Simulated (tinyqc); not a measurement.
Inputs raised by 10 %, one at a time: solid solubility of a dopant against its melt (retrograde solidus), clustering and the electrically active fraction. Computed by tinyqc, a small Python program. Command: `OMP_NUM_THREADS=1 python tinyqc.py 3019259 3019260 out.jsonl retro sens`. One thread of a shared host (Intel(R) Xeon(R) Processor @ 2.30GHz), about 0.03 s of CPU time with the checks.

Inputs (values chosen for the exercise, for a model dopant): melting point of the host T_m = 1687 K; heat of melting of the host H_f = 50.2 kJ/mol; interaction L of the melt = 10 kJ/mol; enthalpy of transfer from melt to solid H = 1.1 eV; entropy of transfer S = -1.28 k_B; site density N0 = 5e+22 1/cm^3; temperature T = 1080 K; total dopant density N_t = 4.1e+20 1/cm^3; atoms per cluster m = 4; cluster scale N* at 1273 K = 5.7e+20 1/cm^3; activation energy E_b of the cluster scale = 0.4 eV; anneal temperature T_a = 1125 K; prefactor of n_i = 3.97e+16 1/(cm^3 K^1.5); energy E_i in n_i = 0.602 eV; mobility mu = 45 cm^2/(V s).

Clustering: clusters that take up free electrons.

Constants: R = 8.314462618 J/(mol K); k_B = 8.617333262e-05 eV/K; e = 1.602176634e-19 C; N_A = 6.02214076e+23 1/mol.

Method:
- x_l and x_s are atom fractions of the dopant in melt and solid; the solid is dilute. Liquidus of the host: R T ln(1 - x_l) + L x_l^2 = -H_f (1 - T/T_m). Distribution: k = x_s/x_l = exp[L (1 - x_l)^2/(R T)] exp(S/k_B - H/(k_B T)), the first factor being the activity coefficient in the melt. Solubility = x_s N0; at T_m x_l = 0.
- The largest x_s N0 between 900 K and T_m. For an ideal melt with constant heats the maximum has x_l = H_f/(H + H_f), H in the same units.
- A highly soluble donor (another dopant than that of the solidus) is limited by clustering. Donors N_a are active, and clusters hold m atoms each: N_t = N_a + m C, m C = N* (N_a/N*)^m (n/N*)^m, each atom taking one electron, n = N_a/2 + sqrt(N_a^2/4 + n_i^2), n_i = prefactor x T^1.5 exp(-E_i/(k_B T)), with N*(T) = N*(1273 K) exp[-(E_b/k_B)(1/T - 1/1273)]. Resistivity = 1/(e mu N_a).

Runs; columns: (1) input moved; (2) from; (3) to; (4) distribution coefficient k; (5) temperature of the maximum (K); (6) active density N_a (1/cm^3); (7) resistivity (milliohm cm):
```
(1)                                                 (2)       (3)        (4)   (5)        (6)     (7)
base run                                              -         -  2.052e-06  1548  3.037e+20  0.4567
interaction L of the melt (kJ/mol)                   10        11  2.051e-06  1551  3.037e+20  0.4567
enthalpy of transfer from melt to solid H (eV)      1.1      1.21  6.293e-07  1556  3.037e+20  0.4567
heat of melting of the host H_f (kJ/mol)           50.2     55.22  2.050e-06  1552  3.037e+20  0.4567
temperature T (K)                                  1080      1188  6.051e-06  1548  3.037e+20  0.4567
total dopant density N_t (1/cm^3)               4.1e+20  4.51e+20  2.052e-06  1548  3.136e+20  0.4423
cluster scale N* at 1273 K (1/cm^3)             5.7e+20  6.27e+20  2.052e-06  1548  3.223e+20  0.4304
anneal temperature T_a (K)                         1125    1237.5  2.052e-06  1548  3.714e+20  0.3734
```

Exponents ln(y'/y) / ln(x'/x):
```
input                                      distribution coefficient k  temperature of the maximum  active density N_a  resistivity
interaction L of the melt                                      -0.003                       0.019               0.000        0.000
enthalpy of transfer from melt to solid H                     -12.401                       0.056               0.000        0.000
heat of melting of the host H_f                                -0.010                       0.027               0.000        0.000
temperature T                                                  11.347                       0.000               0.000        0.000
total dopant density N_t                                        0.000                       0.000               0.337       -0.337
cluster scale N* at 1273 K                                      0.000                       0.000               0.623       -0.623
anneal temperature T_a                                          0.000                       0.000               2.113       -2.113
```

Among the inputs moved here: distribution coefficient k answers most in size to enthalpy of transfer from melt to solid H (exponent -12.401), next to temperature T (+11.347); its exponent is below 0.0005 for total dopant density N_t, cluster scale N* at 1273 K, anneal temperature T_a. Temperature of the maximum answers most in size to enthalpy of transfer from melt to solid H (exponent +0.056), next to heat of melting of the host H_f (+0.027); its exponent is below 0.0005 for temperature T, total dopant density N_t, cluster scale N* at 1273 K, anneal temperature T_a. Active density N_a answers most in size to anneal temperature T_a (exponent +2.113), next to cluster scale N* at 1273 K (+0.623); its exponent is below 0.0005 for interaction L of the melt, enthalpy of transfer from melt to solid H, heat of melting of the host H_f, temperature T. resistivity answers most in size to anneal temperature T_a (exponent -2.113), next to cluster scale N* at 1273 K (-0.623); its exponent is below 0.0005 for interaction L of the melt, enthalpy of transfer from melt to solid H, heat of melting of the host H_f, temperature T.

Caution (all rows): this clustering law is a generic form; degeneracy and a doping-dependent mobility are left out.

Extremes, crossings and ranges named in words are read from the listed rows.
